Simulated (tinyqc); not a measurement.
Transfer curve: field-effect mobility of a thin-film transistor with band-tail and deep states (multiple trapping). Computed by tinyqc, a small Python program. Command: `OMP_NUM_THREADS=1 python tinyqc.py 3009188 3009189 out.jsonl tft walk`. One thread of a shared host (Intel(R) Xeon(R) Processor @ 2.30GHz), about 0.06 s of CPU time with the checks.

A thick film in accumulation at small drain voltage. Only free electrons move; trapped ones still screen the gate. N_c and mu_0 are held fixed when T changes, leaving out the T^(3/2) growth of N_c. x = E_0 - psi is the distance of the Fermi level below the band edge.

Inputs (values chosen for the exercise, modelled on amorphous silicon): permittivity eps = 11.8; effective density of states N_c = 1.8e+20 1/cm^3; band mobility mu_0 = 8.5 cm^2/(V s); tail density at the edge g_t = 3.5e+21 1/(eV cm^3); tail width E_t = 41 meV; flat-band Fermi level below the edge, E_0 = 0.36 eV; equivalent oxide thickness t = 11 nm; temperature T = 250 K.

Deep states: none.

Constants: k_B = 8.617333262e-05 eV/K; e = 1.602176634e-19 C; eps_0 = 8.8541878128e-12 F/m.

Method:
- F_j(eta) = int_0^infinity x^j/(1 + exp(x - eta)) dx, without a gamma-function factor.
- Integrals over x = E/(k_B T) use 160 Gauss-Legendre points in u = sqrt(x) from 0 to sqrt(max(eta, 0) + 32).
- Free n(x) = N_c (2/sqrt(pi)) F_1/2(-x/k_B T), with F_1/2 from its two-term series in exp(-x/k_B T) for x >= 12 k_B T; tail n_t(x) = int_0^1.2eV g_t exp(-E/E_t)/(1 + exp((x - E)/k_B T)) dE, E counted down from the edge, 120 Gauss-Legendre points; space charge rho(psi) = n + n_t less its value at psi = 0.
- Poisson: F(psi) = sqrt((2 e/(eps eps_0)) int_0^psi rho dpsi'); V_G - V_FB = psi_s + eps F(psi_s) t/3.9; free sheet density N_f = int (n - n(E_0))/F dpsi; induced sheet density N_i = eps eps_0 F(psi_s)/e; trapezoid rule on 301 even points in psi, the first interval left out of N_f.
- mu_eff = mu_0 N_f/N_i; field-effect mobility mu_FE = mu_0 e (dN_f/dV_G)/C_ox and swing S = dV_G/dlog10(N_f), by a central difference of +/- 2 mV in psi_s; C_ox = 3.9 eps_0/t.

Against the band bending:
```
psi_s (V)  V_G - V_FB (V)  N_f (1/cm^2)  mu_eff (cm^2/(V s))  mu_FE (cm^2/(V s))  S (mV/decade)
0.13               0.4463    1.3916e+09               0.0191              0.0346            403
0.18               0.7991    6.9338e+09               0.0486              0.1098            632
0.22               1.2489    2.6155e+10               0.1103              0.2737            955
0.26               1.9528    1.0061e+11               0.2578              0.6718           1497
0.29               2.7438    2.7723e+11               0.4901              1.2937           2142
0.32               3.8787    7.5607e+11               0.9217              2.3974           3152
0.34               4.9031    1.4466e+12               1.3753              3.4469           4194
0.37               6.9883    3.5522e+12               2.3285              5.1980           6828
0.40               9.8721    7.5076e+12               3.4385              6.5317          11481
```

What does the comparison show, and why?

The steepest swing among the rows is 403 mV/decade. mu_eff climbs from 0.019 to 3.4, 40 % of mu_0 in the last row. Between rows 6 and 7 N_f scales as (V_G - V_FB - psi_s)^2.61; an exponential tail holding all the charge would give the larger of 1 and 2 E_t/k_B T - 1, here 2.81, and free charge alone 1. The last row needs an oxide field above 5 MV/cm, near or beyond breakdown.
